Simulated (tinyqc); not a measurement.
Input admittance of a MOSFET at zero drain bias: distributed channel and distributed gate: one step of the calculation.

Source and drain grounded, strong inversion, w = 2 pi f, Cox = eps0 eox/tox. The channel is an RC line of resistance 1/(mu Cox Vo) per square fed from both ends, so one finger has the intrinsic admittance y = i w Cox L tanh(g)/g per width, g = (1/2) sqrt(i w tau), tau = L^2/(mu Vo). The vertical resistance rv/L is in series with y, the overlaps 2 i w Cov in parallel: y_t = 1/(1/y + rv/L) + 2 i w Cov. The gate strip is a line of Rsh/L per length loaded by y_t, so a finger has Y = y_t Wf tanh(k)/k, k = (Wf/sd) sqrt(y_t Rsh/L); the device has Nf Y.

Question. Low-frequency resistances and capacitance. Low-frequency limits, with c = Cox L and ct = c + 2 Cov: R_strip = Rsh Wf/(3 sd^2 L Nf), R_ch = (c/ct)^2 L/(12 mu Cox Vo Wf Nf), R_vert = (c/ct)^2 rv/(L Wf Nf), C = ct Wf Nf.

Values chosen for this exercise; values of the order met in silicon radio-frequency transistors:
- eox = 3.9 (relative permittivity of the gate insulator (close to silicon dioxide))
- tox = 2.4 nm (insulator thickness)
- L = 0.21 um (channel length)
- Wf = 2.5 um (finger width)
- Nf = 32 (number of fingers)
- mu = 140 cm^2/(V s) (channel mobility)
- Vo = 0.51 V (gate overdrive)
- Rsh = 4.8 ohm/square (sheet resistance of the gate)
- rv = 11 ohm um^2 (vertical resistivity of the gate stack)
- sd = 1 (number of ends at which a finger is contacted)
- Cov = 0.4 fF/um (overlap and fringe capacitance on each side)

Constants: eps0 = 8.8541878128e-14 F/cm where lengths are in cm. Results are converted to the units shown.

Find: parts; sum; C; 1/(2 pi R C).

Answer.

parts (ohm): strip 0.5952, channel 1.331, vertical 0.4093
sum = 2.336 ohm
C = 305.7 fF
1/(2 pi R C) = 222.9 GHz

The channel term is the largest, 57.0 % of the sum.

Computed by the program tinyqc: `OMP_NUM_THREADS=1 python tinyqc.py 2262010 2262011 out.jsonl`, one thread of a shared Intel Xeon 2.30GHz, about 0.01 s for the whole run.
